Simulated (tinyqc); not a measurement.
Linear model of a band gap against the share of exact exchange: sweeps and comparisons. A value that a table varies takes the place of the one given here.

E(alpha) = E0 + S alpha. A wider gap screens less, modelled in the Penn form eps(alpha) = 1 + (e0 - 1)(EP/(EP + S alpha))^2 with a scale EP chosen for the exercise. A dielectric-dependent hybrid takes alpha = 1/eps.

Values chosen for the exercise (of the order of those of MgO; not measured data): E0 = 4.82 eV (gap of the semi-local functional); S = 10.49 eV (slope dE/d(alpha)); e0 = 3.15 (optical dielectric constant at alpha = 0); EP = 27.2 eV (energy scale of the screening); Et = 7.76 eV (target gap).

## Sweep of alpha

Also the exciton scale relative to alpha = 0, (m/m(0))(eps(0)/eps)^2, with a mass proportional to E + D, D = E0/2 + 0.3 eV, a k.p rule for direct gaps only.

Results:
```
alpha  E (eV)    eps  alpha eps  exciton scale
0.00    4.820  3.150      0.000           1.00
0.05    5.345  3.069      0.153           1.13
0.10    5.869  2.993      0.299           1.26
0.15    6.394  2.921      0.438           1.41
0.20    6.918  2.853      0.571           1.56
0.25    7.442  2.788      0.697           1.72
0.35    8.492  2.669      0.934           2.07
0.50   10.065  2.511      1.256           2.67
```

alpha eps reaches 1 between alpha = 0.35 and 0.5 (fixed point 0.379), and the target gap is met between 0.25 and 0.35. At the fixed point the gap is 8.80 eV, +1.04 eV from the target. From 0 to 0.25 the gap grows by 2.62 eV while eps falls by 11 %; the exciton scale, which takes both, grows by a factor of 1.72.

## What each parameter does

Fixed point alpha = 1/eps(alpha), gap and eps there. Each row changes one parameter from the base and keeps the others.

Results:
```
case            alpha  E (eV)    eps
base           0.3793   8.799  2.636
E0 = 5.302 eV  0.3793   9.281  2.636
S = 9.441 eV   0.3723   8.335  2.686
e0 = 3.465     0.3420   8.408  2.924
EP = 29.92 eV  0.3729   8.732  2.682
```

The largest shifts from the base row, up to three for each result and ties (the steps differ in size, so this ranks the rows, not the parameters). alpha: e0 -0.0373, S -0.0070, EP -0.0064; unchanged at the printed digits by E0. E (eV): E0 +0.482, S -0.464, e0 -0.392. eps: e0 +0.288, S +0.050, EP +0.045; unchanged at the printed digits by E0.

Program tinyqc; command `OMP_NUM_THREADS=1 python tinyqc.py 1850348 1850349 out.jsonl`; about 0.01 s on one thread of a shared Intel(R) Xeon(R) Processor @ 2.30GHz.
